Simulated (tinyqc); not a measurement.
From results back to parameters: ellipsoidal valleys in the axes of a wafer and a channel. Three cases, with inputs chosen for the exercise.

Problem. A valley whose axis makes az^2 = 0.500000 with the surface normal has 1/mz = az^2/ml + (1 - az^2)/mt and mz md^2 = ml mt^2. Its confinement and density-of-states masses are given, and ml > mt.

Find: ml mt^2; mt; ml.

Method. Put ml = (mz md^2)/mt^2 into the first relation and solve for mt below (mz md^2)^(1/3), the value at which ml = mt; a scan of that range finds one root.

Case 1.

mz, md (m0): 0.3093174  0.3230170

Solution.

ml mt^2 = 0.032274
mt = 0.185 m0
ml = 0.943 m0

Case 2.

mz, md (m0): 0.3330337  0.3607804

Solution.

ml mt^2 = 0.043348
mt = 0.195 m0
ml = 1.140 m0

Case 3.

mz, md (m0): 0.3103316  0.3230263

Solution.

ml mt^2 = 0.032382
mt = 0.186 m0
ml = 0.936 m0

Computed by tinyqc, one run a case: `OMP_NUM_THREADS=1 python tinyqc.py N N+1 out.jsonl` with N = 1850215, 1850245, 1850343; one thread of a shared Intel(R) Xeon(R) Processor @ 2.30GHz, about 0.01 s a run at most.
